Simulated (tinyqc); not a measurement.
# Gated graphene, quantum capacitance, step by step

tinyqc, about 0.01 s, one thread, Intel Xeon 2.30GHz (shared host): `OMP_NUM_THREADS=1 python tinyqc.py 2200025 2200026 out.jsonl` Printed values are rounded.

phi is the Fermi level above the Dirac point, in volts; Vg is counted from the gate voltage of charge neutrality. Ideal linear bands, no charge puddles.

Values chosen for this exercise; values close to those of graphene: temperature T = 300 K; relative permittivity of the gate insulator (close to silicon dioxide) eox = 3.9; insulator thickness tox = 15 nm; Fermi velocity vF = 9.87e5 m/s; density of traps Dit = 0 cm^-2 eV^-1; gate voltage Vg = 0.52 V.

Constants: q = 1.602176634e-19 C, kB = 1.380649e-23 J/K, hbar = 1.054571817e-34 J s, Vt = kB T/q, eps0 = 8.8541878128e-14 F/cm where lengths are in cm. Results are converted to the units shown.

## Gate capacitance

Cox = eps0 eox/tox.

Cox = 0.2302089 uF/cm^2

## Starting value

phi = 0.01 V.

phi at the start = 0.01 V

## Iteration 1: new phi

N0 = (2/pi)(kB T/(hbar vF))^2; n = N0 F1(phi/Vt), p = N0 F1(-phi/Vt), F1(e) = int_0^infinity u du/(1 + exp(u - e)) = -Li2(-exp(e)); Cq = q d(n - p)/dphi = (q N0/Vt) ln[2 (1 + cosh(phi/Vt))]. Newton: f = phi + q (n - p + Dit phi)/Cox - Vg, phi(new) = phi - f/(1 + (Cq + q Dit)/Cox).

n = 1.139551e11 cm^-2
p = 5.941223e10 cm^-2
Cq = 0.8893388 uF/cm^2
f = -0.4720400 V
phi after iteration 1 = 0.1070640 V

## Iteration 2: new phi

As before.

n = 1.028741e12 cm^-2
p = 1.596573e9 cm^-2
Cq = 2.607139 uF/cm^2
f = 0.3019224 V
phi after iteration 2 = 0.08256747 V

## Iteration 3: new phi

As before.

n = 6.758972e11 cm^-2
p = 4.092930e9 cm^-2
Cq = 2.045642 uF/cm^2
f = 0.03012070 V
phi after iteration 3 = 0.07952068 V

## Course of the iteration

Stop when the step is below 1e-10 V, or after 40 iterations.

Course of the iteration:
```
iteration  phi before the step (V)  step (V)
1                             0.01    0.0971
2                        0.1070640   -0.0245
3                       0.08256747  -3.05e-3
4                       0.07952068  -4.66e-5
5                       0.07947404  -1.09e-8
6                       0.07947403   < 1e-14
```

Converged in 6 iterations.

## Charge and capacitances at the solution

converged phi = 0.07947403 V

N0 = (2/pi)(kB T/(hbar vF))^2; n = N0 F1(phi/Vt), p = N0 F1(-phi/Vt), F1(e) = int_0^infinity u du/(1 + exp(u - e)) = -Li2(-exp(e)); Cq = q d(n - p)/dphi = (q N0/Vt) ln[2 (1 + cosh(phi/Vt))]. 1/C_G = 1/Cox + 1/(Cq + q Dit); dphi/dVg = Cox/(Cox + Cq + q Dit).

n - p = 6.329701e11 cm^-2
Cq = 1.977124 uF/cm^2
C_G = 0.2061998 uF/cm^2
dphi/dVg = 0.1042928

Cq is 8.59 times Cox, so C_G is 89.6 % of Cox; 15.3 % of the gate voltage has gone into phi.
